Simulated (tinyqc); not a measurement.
Worked calculation: Jacobi rotations on a symmetric matrix. Computed by tinyqc, a small Python program that keeps every step. Settings: method = jacobi. Command: `OMP_NUM_THREADS=1 python tinyqc.py 24435 24436 out.jsonl` (the two numbers bound the seeds that draw the settings). One thread of a shared host (Intel(R) Xeon(R) Processor @ 2.60GHz), about 0.01 s of CPU time with the checks.

## Jacobi rotation 1

A:
```
           1          2          3          4          5          6
1   0.069000  -0.699000   1.366000   0.149000  -0.013000  -0.027000
2  -0.699000   0.400000  -0.149000   0.456000   0.645000  -0.213000
3   1.366000  -0.149000   1.145000  -0.046000   0.090000   0.136000
4   0.149000   0.456000  -0.046000   2.117000  -0.138000   0.998000
5  -0.013000   0.645000   0.090000  -0.138000   3.374000  -0.009000
6  -0.027000  -0.213000   0.136000   0.998000  -0.009000   3.503000
```

Take the largest off-diagonal element A_pq; tan 2 theta = 2 A_pq / (A_qq - A_pp) with |theta| <= pi/4; A' = J^T A J with J_pp = J_qq = cos, J_pq = sin, J_qp = -sin.

p, q, theta (rad): 1.000000  3.000000  0.597801

A':
```
           1          2          3          4          5          6
1  -0.861128  -0.493915   0.000000   0.149050  -0.061400  -0.098862
2  -0.493915   0.400000  -0.516575   0.456000   0.645000  -0.213000
3   0.000000  -0.516575   2.075128   0.045839   0.067075   0.097218
4   0.149050   0.456000   0.045839   2.117000  -0.138000   0.998000
5  -0.061400   0.645000   0.067075  -0.138000   3.374000  -0.009000
6  -0.098862  -0.213000   0.097218   0.998000  -0.009000   3.503000
```

## Jacobi rotation 2

As before.

p, q, theta (rad): 4.000000  6.000000  0.481923

A':
```
           1          2          3          4          5          6
1  -0.861128  -0.493915   0.000000   0.177895  -0.061400  -0.018520
2  -0.493915   0.400000  -0.516575   0.502786   0.645000   0.022608
3   0.000000  -0.516575   2.075128  -0.004441   0.067075   0.107391
4   0.177895   0.502786  -0.004441   1.594988  -0.118111   0.000000
5  -0.061400   0.645000   0.067075  -0.118111   3.374000  -0.071936
6  -0.018520   0.022608   0.107391   0.000000  -0.071936   4.025012
```

## All rotations

The off-diagonal norm falls at every rotation.

Rotations:

| step | p | q | theta | off-diagonal norm |
|---|---|---|---|---|
| 1 | 1 | 3 | 0.597801 | 2.12e+00 |
| 2 | 4 | 6 | 0.481923 | 1.58e+00 |
| 3 | 2 | 5 | 0.204633 | 1.29e+00 |
| 4 | 2 | 3 | -0.260644 | 1.06e+00 |
| 5 | 2 | 4 | 0.298030 | 7.97e-01 |
| 6 | 1 | 2 | -0.430991 | 4.00e-01 |
| 7 | 1 | 5 | -0.032221 | 3.41e-01 |
| 8 | 3 | 4 | 0.256658 | 2.86e-01 |
| 9 | 1 | 3 | 0.033945 | 2.36e-01 |
| 10 | 3 | 6 | 0.048720 | 2.02e-01 |
| 11 | 5 | 6 | -0.128293 | 1.78e-01 |
| ... | ... | ... | ... | ... |
| 29 | 1 | 4 | -0.000017 | 1.81e-05 |
| 30 | 4 | 6 | 4.56e-06 | 1.02e-05 |
| 31 | 4 | 5 | -3.57e-06 | 4.64e-06 |
| 32 | 2 | 4 | -1.61e-06 | 3.09e-06 |
| 33 | 3 | 5 | 1.67e-06 | 8.06e-07 |
| 34 | 2 | 3 | 2.40e-07 | 4.08e-07 |
| 35 | 1 | 5 | -5.49e-08 | 1.97e-07 |
| 36 | 1 | 2 | -8.88e-08 | 1.12e-07 |
| 37 | 3 | 6 | -3.34e-08 | 7.39e-08 |
| 38 | 5 | 6 | -9.79e-08 | 2.59e-09 |
| 39 | 3 | 4 | -3.44e-09 | 1.37e-10 |

eigenvalues: -1.095308  0.196337  1.713942  2.246943  3.506482  4.039605
